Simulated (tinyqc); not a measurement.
What moves the efficiency: defect, radiative and Auger recombination at equal electron and hole densities (ABC model).

J/(e d) = Ae n + B n^2 + C n^3 with Ae = A + 4 S/w (four side walls, carriers spread evenly), e = 1.602176634e-19 C, lengths in cm; internal efficiency IQE = B n^2/(Ae n + B n^2 + C n^3); all injected carriers recombine in the layer.

Values chosen for the exercise (orders of magnitude like those quoted for InGaAs; the results hold for these values, not for the real material): A = 14000000 1/s (defect rate); B = 1.4e-10 cm^3/s (radiative coefficient); C = 3.1e-29 cm^6/s (Auger coefficient); S = 0 cm/s (recombination velocity of the side walls); w = 2.5 micrometre (side of the square mesa); d = 38 nm (active thickness); J = 6 A/cm^2 (current density).

IQE_max = Q/(Q + 2) with Q = B/sqrt(Ae C), reached at n = sqrt(Ae/C).

One parameter was then changed.

Results before and after:
```
case     n (1/cm^3)     IQE  IQE_max  J at the peak (A/cm^2)
base      2.158e+17  0.6618   0.7706                    49.9
changed   1.425e+17  0.5769   0.7706                    99.9
```

Which of these changes was made? (a) B = 2.1e-10 cm^3/s; (b) J = 18 A/cm^2; (c) A = 28000000 1/s; (d) C = 6.2e-29 cm^6/s; (e) d = 76 nm.

Answer: (e) d = 76 nm. Of the candidates, run in turn, only this one gives the changed row.

All candidates:
```
case                n (1/cm^3)     IQE  IQE_max  J at the peak (A/cm^2)
base                 2.158e+17  0.6618   0.7706                    49.9
A = 28000000 1/s     1.812e+17  0.4664   0.7038                     109
B = 2.1e-10 cm^3/s   1.837e+17  0.7195   0.8344                    69.2
C = 6.2e-29 cm^6/s   2.121e+17  0.6388   0.7038                    27.3
d = 76 nm            1.425e+17  0.5769   0.7706                    99.9
J = 18 A/cm^2        3.970e+17  0.7464   0.7706                    49.9
```

(tinyqc, `OMP_NUM_THREADS=1 python tinyqc.py 1681557 1681558 out.jsonl`, Intel(R) Xeon(R) Processor @ 2.30GHz, 1 thread, shared host, about 0.01 s.)
